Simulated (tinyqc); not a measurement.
Where the wafer is too thin: surface photovoltage measurement of the minority-carrier diffusion length in a wafer. Computed by tinyqc, a small Python program. Command: `OMP_NUM_THREADS=1 python tinyqc.py 3130136 3130137 out.jsonl spv walk`. One thread of a shared host (Intel(R) Xeon(R) Processor @ 2.30GHz), about 0.01 s of CPU time with the checks.

Low injection, steady light, a depletion layer much thinner than 1/alpha and L. The excess density dn is taken at the front edge of the neutral region; light that reaches the back is lost.

Inputs (values chosen for the exercise, modelled on p-type silicon at room temperature):
```
quantity                            value        unit
wafer thickness W                     525  micrometre
diffusivity D                        27.3      cm^2/s
front recombination velocity S_f    92000        cm/s
back recombination velocity S_b      1900        cm/s
photon flux entering              8.3e+13  1/(cm^2 s)
```

Method:
- alpha = (84.732/lambda - 76.417)^2 per cm with lambda in micrometre (an empirical fit for silicon between 0.7 and 1.05 micrometre).
- Thick wafer: dn = Phi L/((S_f + D/L)(L + 1/alpha)). Finite wafer, with s = S_b L/D, w = W/L, a = alpha L: dn = [Phi a/(a^2 - 1)] [a - B - exp(-alpha W)(a - s)/(cosh w + s sinh w)]/(S_f + B D/L), B = (sinh w + s cosh w)/(cosh w + s sinh w).
- Readings y = (Phi/dn) (1 + noise x g) at 780, 830, 880, 920, 950, 975 and 995 nm; a least-squares line y = c (1/alpha + L_app) gives L_app = intercept/slope.
- No noise; L is varied at fixed W, and the last two columns set S_b to 0 and to 1e7 cm/s.

Apparent length (micrometre):
```
L          W/L  given S_b  S_b = 0  S_b = 1e7
26.2    20.038      26.20     26.2      26.20
52.5    10.000      52.50     52.5      52.50
105.0    5.000     105.00    105.1     104.82
158.0    3.323     157.64    160.0     155.54
262.0    2.004     253.00    285.5     236.61
420.0    1.250     357.38    544.4     307.88
682.0    0.770     443.23   1138.2     355.29
1100.0   0.477     491.31   2285.1     378.32
2100.0   0.250     517.63   4582.0     390.02
```

What follows from these numbers?

With a fast back surface L_app levels off, at 390 micrometre in the last row; with a passive one it reaches up to 2.18 times L among these rows and is 4580 in the last. All three columns are within 5 % of L down to W/L = 3.3.

Extremes, crossings and ranges named in words are read from the listed rows.
